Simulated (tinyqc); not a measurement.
Inside a calculation. Method: Pariser-Parr-Pople SCF with singles CI, for the molecule C=Cc1ccccc1 (SMILES; centres numbered as the heavy atoms are written). One step of it, computed by the program tinyqc.

Task: PPP integrals. Ohno: gamma = 14.399645/sqrt(R^2 + a^2), a = 2 x 14.399645/(gamma_rr + gamma_ss); H_rr = -W_r - sum_(s != r) z_s gamma_rs; H_rs = beta for bonds.

Centres (angstrom, eV; a flat drawing with bonds scaled to 1.40 angstrom):
```
centre          x          y  core charge z          W   gamma_rr
1C      -2.879000   0.438000              1  11.160000  11.130000
2C      -1.930000  -0.591000              1  11.160000  11.130000
3C      -0.564000  -0.283000              1  11.160000  11.130000
4C       0.385000  -1.311000              1  11.160000  11.130000
5C       1.751000  -1.003000              1  11.160000  11.130000
6C       2.167000   0.333000              1  11.160000  11.130000
7C       1.218000   1.362000              1  11.160000  11.130000
8C      -0.148000   1.054000              1  11.160000  11.130000
```

Resonance integrals (eV):
```
i  j       beta
1  2  -2.390000
2  3  -2.390000
3  4  -2.390000
4  5  -2.390000
5  6  -2.390000
6  7  -2.390000
7  8  -2.390000
8  3  -2.390000
```

Give: repulsion gamma_rs; core matrix H.

Result:

repulsion gamma_rs (eV):
```
        1C      2C      3C      4C      5C      6C      7C      8C
1C  11.130   7.554   5.240   3.671   2.869   2.764   3.277   4.669
2C   7.554  11.130   7.553   5.240   3.670   3.277   3.670   5.239
3C   5.240   7.553  11.130   7.557   5.240   4.669   5.239   7.553
4C   3.671   5.240   7.557  11.130   7.553   5.240   4.669   5.240
5C   2.869   3.670   5.240   7.553  11.130   7.556   5.240   4.669
6C   2.764   3.277   4.669   5.240   7.556  11.130   7.554   5.240
7C   3.277   3.670   5.239   4.669   5.240   7.554  11.130   7.553
8C   4.669   5.239   7.553   5.240   4.669   5.240   7.553  11.130
```

core matrix H (eV):
```
         1C       2C       3C       4C       5C       6C       7C       8C
1C  -41.204   -2.390    0.000    0.000    0.000    0.000    0.000    0.000
2C   -2.390  -47.363   -2.390    0.000    0.000    0.000    0.000    0.000
3C    0.000   -2.390  -54.210   -2.390    0.000    0.000    0.000   -2.390
4C    0.000    0.000   -2.390  -50.329   -2.390    0.000    0.000    0.000
5C    0.000    0.000    0.000   -2.390  -47.958   -2.390    0.000    0.000
6C    0.000    0.000    0.000    0.000   -2.390  -47.459   -2.390    0.000
7C    0.000    0.000    0.000    0.000    0.000   -2.390  -48.361   -2.390
8C    0.000    0.000   -2.390    0.000    0.000    0.000   -2.390  -51.323
```
